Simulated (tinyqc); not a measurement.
Raman shift of the zone-centre optical phonon of a diamond-structure crystal under stress: one step, computed by the program tinyqc.

Axes x, y, z are the cube axes. Strain shifts the threefold optical mode and can split it; p, q and r are the phonon deformation potentials.

Question. Secular matrix and shifts. Secular matrix: M_xx = p eps_xx + q (eps_yy + eps_zz), M_xy = 2 r eps_xy; its eigenvalues are omega^2 - omega_0^2, and the shifts are these over 2 omega_0.

Inputs (values chosen for the exercise, modelled on germanium):

| quantity | value | unit |
|---|---|---|
| unstrained frequency omega_0 | 300.7 | 1/cm |
| p/omega_0^2 | -1.41 | - |
| q/omega_0^2 | -1.87 | - |
| r/omega_0^2 | -1.08 | - |

Stress state: hydrostatic. Axis: none.

strain (per mille):
```
          x         y         z
x  6.669038  0.000000  0.000000
y  0.000000  6.669038  0.000000
z  0.000000  0.000000  6.669038
```

Give: M/(2 omega_0); shifts, in rising order.

Answer.

M/(2 omega_0) (1/cm):
```
        x       y       z
x  -5.164   0.000   0.000
y   0.000  -5.164   0.000
z   0.000   0.000  -5.164
```

shifts, in rising order (1/cm): -5.164  -5.164  -5.164
